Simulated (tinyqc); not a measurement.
Hopping conduction between localised states: one step, computed by the program tinyqc. Command: `OMP_NUM_THREADS=1 python tinyqc.py 3018160 3018161 out.jsonl hop walk`. One thread of a shared host (Intel(R) Xeon(R) Processor @ 2.30GHz), about 0.01 s of CPU time with the checks.

Energies are counted from the Fermi level. A small network shows the mechanism; the laws of an infinite system follow.

Task: Pair exponents. Miller-Abrahams exponent s_ij = 2 r_ij/xi + (|E_i| + |E_j| + |E_i - E_j|)/(2 k_B T); G_ij = G_0 exp(-s_ij). The diagonal is set to 0 and not used.

Inputs (values chosen for the exercise, for a model amorphous semiconductor): localisation length xi = 3.5 nm; temperature T = 160 K.

Dimension: 3D.

sites of the small network (nm, nm, meV):
```
       x     y  energy
1      0  4.21    0.88
2   3.27   1.6   10.19
3   8.68  2.48  -24.52
4  11.25  5.04   21.22
5  15.94   0.4   31.49
6  19.01  3.31  -23.76
7     23  4.73   -1.17
```

Constants: k_B = 8.617333262e-05 eV/K.

Give: s_ij.

Result:

s_ij, lower triangle (symmetric):
```
       1      2      3     4     5     6     7
1   0.00
2   3.13   0.00
3   6.90   5.65   0.00
4   7.99   6.50   5.39  0.00
5  11.65   9.56   8.38  6.05  0.00
6  12.66  11.51   7.70  7.81  6.42  0.00
7  13.29  12.24  10.06  8.34  7.10  4.14  0.00
```
